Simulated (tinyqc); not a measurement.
Current crowding under a contact, resistor ladder against the transmission-line model: one step of the calculation.

A metal contact of length d and width W on a thin layer of the same width. The metal has no resistance, the sheet resistance under it equals Rsh, and current enters the layer at the front edge x = 0.

Question. The transmission-line result. Transfer length Lt = sqrt(rc/Rsh); front resistance Rc = (Rsh Lt/W) coth(d/Lt); end resistance Re = (Rsh Lt/W)/sinh(d/Lt). v(x) = I (Rsh Lt/W) cosh((d - x)/Lt)/sinh(d/Lt) at the cell centres x = (i - 1/2) d/n.

Values chosen for this exercise: sheet resistance of the semiconductor layer Rsh = 120 ohm/sq; specific contact resistivity rc = 9.5e-9 ohm cm^2; contact length d = 0.25 um; contact width W = 0.87 um; cells n = 7; current I = 0.5 mA.

Find: Lt; Rc; Re; v(x).

Answer.

Lt = 0.08898 um
Rc = 12.36 ohm
Re = 1.483 ohm
v(x), cell 1 to 7 (mV): [5.066, 3.414, 2.319, 1.602, 1.148, 0.880, 0.757]

The ladder's Rc is 2.0 % above this value, with cells 0.40 Lt long.

Numbers from tinyqc (`OMP_NUM_THREADS=1 python tinyqc.py 2760074 2760075 out.jsonl`; about 0.01 s on one thread of a shared Intel Xeon 2.30GHz).
